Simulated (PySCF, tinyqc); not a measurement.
Ways to converge the cycle: SCF convergence aids in the sto-3g basis, for H6, spin multiplicity 1. Computed by the program tinyqc with PySCF. RHF with one setting changed at a time; a run stops when the energy changes by less than 1e-09 hartree and the error matrix is below 1e-5. The start is the core Hamiltonian. Damping d keeps d of the old density; a shift (hartree) raises the virtual levels; DIIS n extrapolates F over n matrices.

Geometry (angstrom):
```
atom       x       y       z
H     0.0000  0.0000  0.0000
H     0.0000  0.0000  1.2480
H     0.0000  0.0000  3.0730
H     0.0000  0.0000  4.3210
H     0.0000  0.0000  6.1470
H     0.0000  0.0000  7.3940
```

lowest restricted solution found by these runs and by PySCF = -2.968435 hartree

Largest element of the error matrix X^T (FDS - SDF) X:
```
iteration    plain  damping 0.3  damping 0.6  shift 0.4   DIIS 3   DIIS 8
1          3.6e-01      3.6e-01      3.6e-01    3.6e-01  3.6e-01  3.6e-01
2          5.0e-02      8.4e-02      2.1e-01    1.3e-01  5.0e-02  5.0e-02
3          6.6e-03      1.8e-02      1.2e-01    3.9e-02  8.2e-03  8.2e-03
4          1.9e-03      9.2e-03      6.6e-02    1.2e-02  3.9e-04  3.9e-04
5          5.6e-04      4.8e-03      3.7e-02    6.0e-03  4.4e-05  4.1e-05
6          1.6e-04      2.4e-03      2.0e-02    3.3e-03  5.0e-06  2.6e-06
8          1.3e-05      6.2e-04      6.7e-03    9.9e-04        -        -
10               -      1.6e-04      3.6e-03    2.9e-04        -        -
14               -      1.0e-05      9.6e-04    2.6e-05        -        -
20               -            -      1.3e-04          -        -        -
30               -            -      4.7e-06          -        -        -
```

How each run ends:
```
run          iterations  E (hartree)         state
plain                 9    -2.968435  lowest found
damping 0.3          18    -2.968435  lowest found
damping 0.6          39    -2.968435  lowest found
shift 0.4            16    -2.968435  lowest found
DIIS 3                7    -2.968435  lowest found
DIIS 8                7    -2.968435  lowest found
```

What does the comparison show, and why?

6 of 6 runs reach the lowest restricted solution found, in 7 to 39 iterations (fastest: DIIS 3, DIIS 8). Plain steps already contract here, so damping only slows them. DIIS 3 and DIIS 8 gain by cancelling the error over several earlier matrices, much as a quasi-Newton step does. The restricted reference is unstable here: a spin-polarised solution lies 0.0193 hartree lower (PySCF), so results built on it describe a poor reference.
